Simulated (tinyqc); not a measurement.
## Bandgap voltage reference from two bipolar transistors: effect of the offset of the amplifier

Two transistors of area 1 and N carry the same current I. Is(T) = Is (T/T0)^eta exp[(Vg0 q/kB)(1/T0 - 1/T)], VBE1 = Vt ln(I/Is(T)) + I rb, VBE2 = Vt ln(I/(N Is(T))) + I rb/N. The amplifier forces I R1(T) = VBE1 - VBE2 + Vos, with R(T) = R (1 + tc (T - T0)) for both resistors, and the output is Vref = VBE1 + I R2(T). Base currents and the Early effect are neglected.

Vt = kB T/q; I = (Vt ln N + Vos)/(R1(T) - rb (1 - 1/N)). Box coefficient: span of Vref between 233 and 398 K over its average over T and over 165 K. The last column is the R2 that gives zero slope at T0.

Inputs (values chosen for the exercise); values of the order met in silicon bipolar transistors:
```
symbol,value,unit,meaning
T0,298,K,reference temperature
Vg0,1.185,V,band-gap voltage extrapolated to 0 K
eta,4.3,,temperature exponent of the saturation current
Is,5.1e-17,A,saturation current of the unit transistor at T0
N,8,,area ratio of the second transistor
R1,34,kohm,"resistor across which the difference of VBE falls, at T0"
tc,0,ppm/K,temperature coefficient of both resistors
rb,120,ohm,series resistance of the unit transistor
R2,406,kohm,output resistor at T0
```

Constants: q = 1.602176634e-19 C, kB = 1.380649e-23 J/K. Results are converted to the units shown.

Results:
```
Vos (mV)  I at T0 (uA)  Vref at T0 (V)  slope at T0 (uV/K)  box coefficient (ppm/K)  R2 for zero slope (kohm)
-5               1.428           1.198              -32.01                    40.75                     412.1
-3               1.487           1.223              -32.30                    40.07                     412.1
-1               1.546           1.248              -32.43                    39.34                     412.1
1                1.605           1.273              -32.43                    38.56                     412.1
3                1.664           1.297              -32.32                    37.77                     412.1
5                1.723           1.322              -32.11                    36.95                     412.1
```

Estimate the missing row, Vos = 0 mV.

Computed row:
```
Vos (mV)  I at T0 (uA)  Vref at T0 (V)  slope at T0 (uV/K)  box coefficient (ppm/K)  R2 for zero slope (kohm)
0                1.575           1.260              -32.44                    38.95                     412.1
```

With this row back in the table: As Vos goes from -5 to 5, Vref rises from 1.198 to 1.322 V and the box coefficient falls from 40.7 to 36.9 ppm/K. Each mV of offset moves Vref by 12.5 mV, about R2/R1 = 11.9 plus the change of VBE1 with the current.

tinyqc, about 0.02 s, one thread, Intel Xeon 2.30GHz (shared host): `OMP_NUM_THREADS=1 python tinyqc.py 2062058 2062059 out.jsonl`
